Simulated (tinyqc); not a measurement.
# Charge-trap memory cell, step by step

tinyqc, about 0.07 s, one thread, Intel Xeon 2.30GHz (shared host): `OMP_NUM_THREADS=1 python tinyqc.py 2130033 2130034 out.jsonl` Printed values are rounded.

Channel, tunnel oxide, storage layer, blocking layer, gate. N electrons per area sit in a sheet at the centroid and shift the threshold by U = (q/eps0) N (tb/eb + xc tn/en). EOT = t1 + 3.9 (tn/en + tb/eb); tunnel field F = (Vg - U)/EOT; dN/dt = eta (J/q)(1 - N/Nm). Fowler-Nordheim: J = A F^2 exp(-B/F), A = q^2/(16 pi^2 hbar mo phi) (times 1e14 for A/cm^2 with F in V/nm, emitter mass m0), B = (4/3) sqrt(mo/C) phi^1.5, C = hbar^2/(2 m0).

Inputs (values chosen for the exercise); oxide values close to those of silicon dioxide, storage layer close to silicon nitride, blocking layer close to aluminium oxide:
```
symbol,value,unit,meaning
phi,3.09,eV,tunnel barrier
mo,0.48,m0,tunnelling mass
t1,4.5,nm,tunnel oxide (permittivity 3.9)
tn,8,nm,storage layer
en,7.1,,its relative permittivity
tb,12.7,nm,blocking layer
eb,9,,its relative permittivity
xc,0.44,,"charge centroid, share of tn counted from the blocking side"
eta,0.64,,capture efficiency of an empty layer
Nm,1.2e13,cm^-2,trap density
T,398,K,storage temperature
E1,0.79,eV,shallowest trap depth
E2,2.1,eV,deepest trap depth
nu,1e13,1/s,attempt frequency
Vg,17.2,V,gate voltage less flat band and surface potential
d0,9e-7,s,first time step
gr,1.8,,growth of the step
n,10,,steps
```

Constants: q = 1.602176634e-19 C, kB = 1.380649e-23 J/K, hbar = 1.054571817e-34 J s, m0 = 9.1093837015e-31 kg, Vt = kB T/q, eps0 = 8.8541878128e-14 F/cm where lengths are in cm, hbar^2/(2 m0) = 0.0380998212 eV nm^2. Results are converted to the units shown.

Range of the model: The Fowler-Nordheim form needs F t1 above phi; trap-assisted paths and leakage through the blocking layer are left out.

## Constants of the stack

EOT, the shift for 1e12 electrons per cm^2, the shift with all traps full, and the starting field, current and rate.

EOT = 14.3977 nm
shift for 1e12 cm^-2 = 0.345053 V
shift with all traps full = 4.14064 V
F(0) = 1.19464 V/nm
J(0) = 0.0670012 A/cm^2
dN/dt at the start = 2.67641e17 cm^-2 s^-1

## Midpoint steps of growing length

N(half) = N + (d/2) r(N), N(new) = N + d r(N(half)), r = dN/dt; the step starts at d0 and is multiplied by gr each time. Field in the blocking layer (3.9 F + q N/eps0)/eb.

t, step 0 to 10 (s): [0, 9e-7, 2.52e-6, 5.436e-6, 1.06848e-5, 2.01326e-5, 3.71388e-5, 6.77498e-5, 1.22850e-4, 2.22029e-4, 4.00553e-4]
N, step 0 to 10 (cm^-2): [0, 2.25257e11, 5.68587e11, 1.05039e12, 1.66620e12, 2.38686e12, 3.17330e12, 3.99058e12, 4.81313e12, 5.62385e12, 6.41166e12]
U, step 0 to 10 (V): [0.00000, 0.07773, 0.19619, 0.36244, 0.57493, 0.82360, 1.09496, 1.37696, 1.66079, 1.94053, 2.21236]
F, step 0 to 10 (V/nm): [1.19464, 1.18924, 1.18101, 1.16946, 1.15470, 1.13743, 1.11858, 1.09900, 1.07928, 1.05985, 1.04097]
blocking field, step 0 to 10 (V/nm): [0.517675, 0.519865, 0.523202, 0.527886, 0.533872, 0.540877, 0.548521, 0.556466, 0.564461, 0.572342, 0.580000]

A converged integration gives U = 2.285 V at the last time; the steps are 3.2 % below that. The tunnel field falls by 12.9 % while the blocking field rises by 12.0 %.

## Retention after ten years

Retention: filled traps are spread evenly in depth from E1 to E2, and each empties at the rate nu exp(-E/kB T). The share left is the mean of exp(-nu t exp(-E/kB T)) = [kB T/(E2 - E1)] [E1x(nu t exp(-E2/kB T)) - E1x(nu t exp(-E1/kB T))], E1x the exponential integral; traps shallower than about Ed = kB T ln(nu t) are empty. t = 3.15576e8 s.

Ed = 1.69782 eV
share left = 0.291895
loss a decade while Ed lies between E1 and E2, kB T ln 10/(E2 - E1) = 0.0602838

The sharp-edge estimate (E2 - Ed)/(E2 - E1) is 0.307; the true edge lies 0.577 kB T deeper.
